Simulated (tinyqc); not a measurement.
## Charge needed for a dipole step

Two sheets of opposite charge dd apart with permittivity ei give the step D = q N dd/(eps0 ei).

Inputs (values chosen for the exercise):
- ei = 3.5 (relative permittivity inside the dipole layer)
- dd = 0.23 nm (thickness of the dipole layer)

Constants: q = 1.602176634e-19 C, eps0 = 8.8541878128e-14 F/cm where lengths are in cm. Results are converted to the units shown.

Result of one run:
```
N (cm^-2)   D (V)  field (MV/cm)  moment (debye/nm^2, 1 D = 3.33564e-30 C m)
4.5e13     0.5351          23.27                                       4.971
```

What becomes of these results when the charge in each sheet N is changed from 4.5e13 to 1.7e13 cm^-2, all else the same?

Result of the changed run:
```
N (cm^-2)   D (V)  field (MV/cm)  moment (debye/nm^2, 1 D = 3.33564e-30 C m)
1.7e13     0.2021          8.789                                       1.878
```

The whole series:
```
N (cm^-2)    D (V)  field (MV/cm)  moment (debye/nm^2, 1 D = 3.33564e-30 C m)
1e12       0.01189         0.5170                                      0.1105
2.7e12     0.03211          1.396                                      0.2983
6.8e12     0.08086          3.516                                      0.7512
1.7e13      0.2021          8.789                                       1.878
4.5e13      0.5351          23.27                                       4.971
1.1e14       1.308          56.87                                       12.15
2.9e14       3.448          149.9                                       32.04
```

D is proportional to N, 0.1 V for 8.41e12 cm^-2. The same sheet as an uncompensated charge under 1 nm of a dielectric of permittivity 3.9 would shift the flat band by 0.390 V, and that shift would grow with thickness, which a dipole step does not. For N = 4.5e13, 1.1e14, 2.9e14 the field exceeds 20 MV/cm; it acts over one bond length, where the sheet picture is only a bookkeeping device.

Program tinyqc, `OMP_NUM_THREADS=1 python tinyqc.py 2410135 2410136 out.jsonl`; Intel Xeon 2.30GHz, shared host, one thread, about 0.01 s.
